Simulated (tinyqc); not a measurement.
Inside a calculation: free and nearly free electrons in a metal. Values are carried at full precision from step to step, so a last printed digit may differ when a step is redone from the rounded ones.

The cubic cell holds 4 atoms: n = 4 z/a^3, kF = (3 pi^2 n)^(1/3), EF = c kF^2/m, vF = 2 c kF/(m hbar), c = hbar^2/2m0; rs = (3/(4 pi n))^(1/3)/a0; D(EF) = 3 n/(2 EF).

Constants: hbar^2/2m0 = 3.80998211 eV angstrom^2; hbar = 6.58211957e-16 eV s; a0 (Bohr radius) = 0.5291772105 angstrom; kB = 8.617333262e-05 eV/K.

Values chosen for the exercise (near those of Al; the results hold for these values, not for the real material):
- a = 4.012 angstrom (fcc lattice constant)
- z = 3 (free electrons an atom)
- m = 1.51 m0 (mass)
- rho = 2.79 micro-ohm cm (bulk resistivity)
- T = 290 K
- V = 0.45 eV (|V_G| for G = (111))
- x = 0.68 (k along G as a share of |G|/2)

## The Fermi sphere

Evaluate the free-electron quantities.

n = 0.18582 1/angstrom^3
kF = 1.7654 1/angstrom
EF = 7.864 eV
vF = 1.353e+06 m/s
rs = 2.054
D(EF) per atom = 0.5723 1/eV

A mass this far above 1 is of the kind met in the specific heat (electron-phonon coupling); it understates EF and vF of the real bands.

## Relaxation time and mean free path

Drude: 1/rho = n e^2 tau/(m m0) with e = 1.602176634e-19 C and m0 = 9.1093837e-31 kg; mean free path l = vF tau; rho l = hbar kF/(n e^2) = 12 pi^3 hbar/(e^2 S) with S = 4 pi kF^2 does not depend on tau or m.

Use SI units: n in 1/m^3 (1e30 per 1/angstrom^3), rho in ohm m (1e-8 per micro-ohm cm).

tau = 10.34 fs
l = 13.99 nm
rho l = 3.903 1e-16 ohm m^2

Wires lose conductivity to surfaces and grain boundaries, with an excess that scales as rho l over the width and is of the order of rho itself at a width of l = 14 nm.

## Thermal quantities

gamma = (pi^2/3) kB^2 D(EF) per atom, times 96485.33 x 1e3 for mJ/(mol K^2); mu(T) = EF (1 - (pi kB T/EF)^2/12); Wiedemann-Franz kappa = L0 T/rho with L0 = (pi^2/3) (kB/e)^2, kB/e in V/K.

gamma = 1.349 mJ/(mol K^2)
mu - EF = -0.0653 meV
kappa = 254 W/(m K)

## The sphere against the zone faces

Take G = (hkl) 2 pi/a for (111), (200) and (220), with the number of equivalent faces. The Bragg plane of G lies at |G|/2 with |G| = (2 pi/a) sqrt(h^2 + k^2 + l^2). Where kF exceeds it, the sphere cuts the plane in a circle of radius sqrt(kF^2 - G^2/4).

Distance and circle for each G:
```
G      faces  |G|/2 (1/angstrom)  kF/(|G|/2)  circle radius
(111)      8              1.3563      1.3016         1.1301
(200)      6              1.5661      1.1273         0.8148
(220)     12              2.2148      0.7971              -
```

The sphere crosses the (111) and (200) faces, so electrons spill into higher zones.

## Two plane waves near the face

Two plane waves k and k - G, G = (111) (2 pi/a): H = [[c k^2/m, V], [V, c (k - G)^2/m]] with c = hbar^2/2m0.

Build H for k along G, diagonalise, and give the weight of the first wave in the lower state and its velocity along G relative to a free electron, (w k + (1 - w)(k - G))/k.

H (eV):
```
        1       2
1  2.1462  0.4500
2  0.4500  8.0871
```

levels (eV): 2.1123  8.1210

w = 0.9944
v/v_free = 0.9834

The splitting is 6.009 eV here and 2V = 0.9 eV on the face, where the normal velocity vanishes. There the lower band lies at 4.191 eV and the upper at 5.091 eV, both below the free EF of 7.864 eV: the face centre is filled in both bands and band 2 holds electrons here, while band 1 may keep holes at the zone corners.

## Checks

- Lower level against the closed form of the 2 x 2 problem (eV): both 2.1123.
- The product rho l against hbar kF/(n e^2) (1e-16 ohm m^2): both 3.903.

Program tinyqc; command `OMP_NUM_THREADS=1 python tinyqc.py 1651693 1651694 out.jsonl`; about 0.01 s on one thread of a shared Intel(R) Xeon(R) Processor @ 2.30GHz.
